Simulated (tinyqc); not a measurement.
A ladder of methods, and size consistency: correlation methods against full CI in the sto-6g basis, for H6, spin multiplicity 1. Computed by the program tinyqc with PySCF. All electrons correlated; +Q is the Davidson correction (1 - c0^2) E_corr. The last columns treat two copies 100 angstrom apart as one system. FCI is the lowest singlet.

Geometry (angstrom):
```
atom       x       y       z
H     0.0000  0.0000  0.0000
H     0.0000  0.0000  0.7340
H     0.0000  0.0000  1.9760
H     0.0000  0.0000  2.7100
H     0.0000  0.0000  3.9520
H     0.0000  0.0000  4.6860
```

RHF energy of one = -3.328722 hartree

Correlation energies (hartree):
```
method   E_corr of one  share of FCI (%)  E_corr of two at 100 angstrom  two minus twice one (mhartree)
MP2          -0.040260           66.9549                      -0.080521                          0.0000
CISD         -0.058827           97.8324                      -0.114048                          3.6062
CISD+Q       -0.060747          101.0254                      -0.120828                          0.6661
CCSD         -0.060052           99.8692                      -0.120104                          0.0000
CCSD(T)      -0.060106           99.9591                      -0.120212                          0.0000
FCI          -0.060131          100.0000                              -                               -
```

What does the comparison show, and why?

MP2 recovers 67 %, CISD 97.8 % and CCSD 99.9 % of the FCI value (c0^2 = 0.967 in CISD). MP2 and coupled cluster are size consistent, so their last column vanishes; CISD loses 3.61 mhartree, since a double excitation on each copy is a quadruple of the pair, and the Davidson correction leaves +0.67.
